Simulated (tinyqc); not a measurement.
Strained L valleys, repopulation and conductivity mass: two steps of the calculation.

A cubic crystal with four conduction valleys along the <111> axes under uniaxial stress X along [111] (X > 0 is tension); current along [111]. Non-degenerate electrons, fixed total density, one relaxation time for all valleys and stresses, masses unchanged by strain, so the mobility goes as the mean inverse mass.

Parameters, values chosen for the exercise; values close to those of germanium:

| symbol | value | unit | meaning |
|---|---|---|---|
| T | 300 | K | temperature |
| s11 | 9.64 | 1/TPa | compliance |
| s12 | -2.75 | 1/TPa | compliance |
| s44 | 15.3 | 1/TPa | compliance |
| Xu | 16.2 | eV | shear deformation potential |
| X | 950 | MPa | uniaxial stress (tension positive) |

Constants: q = 1.602176634e-19 C, kB = 1.380649e-23 J/K, Vt = kB T/q. Results are converted to the units shown.

Question 1. Strain tensor. Stress s_ij = X a_i a_j with a the unit vector along [111]; strain e_ii = s11 s_ii + s12 (s_jj + s_kk), e_ij = s44 s_ij/2.

Wanted: strain.

Answer 1.

strain (%):
```
	x	y	z
x	0.13110	0.24225	0.24225
y	0.24225	0.13110	0.24225
z	0.24225	0.24225	0.13110
```

Question 2. Valley shifts and shares. Valley shift dE = Xu (n.e.n - trace(e)/3) with n the valley axis; share f proportional to exp(-dE/Vt).

strain (%):
```
	x	y	z
x	0.13110000	0.24225000	0.24225000
y	0.24225000	0.13110000	0.24225000
z	0.24225000	0.24225000	0.13110000
```

Wanted: dE; share f.

Answer 2.

```
valley	dE (meV)	share f
[111]	78.49	0.0058
[-111]	-26.16	0.3314
[1-11]	-26.16	0.3314
[11-1]	-26.16	0.3314
```

The splitting is 105 meV, 4.0 Vt.

tinyqc, about 0.01 s, one thread, Intel Xeon 2.30GHz (shared host): `OMP_NUM_THREADS=1 python tinyqc.py 2530038 2530039 out.jsonl`
